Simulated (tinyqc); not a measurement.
Defect, radiative and Auger recombination at equal electron and hole densities (ABC model), step by step. Values are carried at full precision from step to step, so a last printed digit may differ when a step is redone from the rounded ones.

J/(e d) = Ae n + B n^2 + C n^3 with Ae = A + 4 S/w (four side walls, carriers spread evenly), e = 1.602176634e-19 C, lengths in cm; internal efficiency IQE = B n^2/(Ae n + B n^2 + C n^3); all injected carriers recombine in the layer.

Values chosen for the exercise (orders of magnitude like those quoted for GaN; the results hold for these values, not for the real material):
```
symbol  value     unit        meaning
A       23000000  1/s         defect rate
B       2.1e-12   cm^3/s      radiative coefficient
C       1.6e-31   cm^6/s      Auger coefficient
S       0         cm/s        recombination velocity of the side walls
w       7.5       micrometre  side of the square mesa
d       3.7       nm          active thickness
J       150       A/cm^2      current density
ex      0.77                  extraction efficiency
Eph     2.75      eV          photon energy
```

## The efficiency peak

IQE peaks at n_p = sqrt(Ae/C); with Q = B/sqrt(Ae C), IQE_max = Q/(Q + 2).

Ae = 2.300e+07 1/s
n_p = 1.199e+19 1/cm^3
Q = 1.095
IQE_max = 0.354
J at the peak = 50.6 A/cm^2

The side walls are taken as passivated.

## Carrier density at the given current

G = J/(e d). Newton steps from the smallest of G/Ae, sqrt(G/B) and (G/C)^(1/3); stop when the relative step is below 1e-9.

G = 2.530e+27 1/(cm^3 s)

Newton steps:
```
step  n (1/cm^3)   rate/G  relative step
1     2.5101e+19  1.75105          -0.18
2     2.0690e+19  1.10336         -0.040
3     1.9861e+19  1.00323        -0.0014
4     1.9833e+19  1.00000       -1.5e-06
5     1.9833e+19  1.00000       -1.8e-12
```

n = 1.983e+19 1/cm^3

The start is an upper bound and the function is convex, so the steps fall monotonically; 5 are needed.

## Shares, lifetimes and light

Shares of the three paths; lifetime n/G = 1/(Ae + B n + C n^2); differential lifetime 1/(Ae + 2 B n + 3 C n^2) and bandwidth 1/(2 pi tau_d); optical power density ex IQE J Eph/e.

shares: defect 0.1803, radiative 0.3264, Auger 0.4933

lifetime = 7.84 ns
differential lifetime = 3.39 ns
bandwidth = 47.0 MHz
optical power density = 104 W/cm^2

The Auger path is the largest; the device runs above its efficiency peak, where the defect and Auger shares are equal.

## Checks

- Density from Newton steps against bisection (1/cm^3): both 1.9833e+19.

(tinyqc, `OMP_NUM_THREADS=1 python tinyqc.py 1680719 1680720 out.jsonl`, Intel(R) Xeon(R) Processor @ 2.30GHz, 1 thread, shared host, about 0.01 s.)
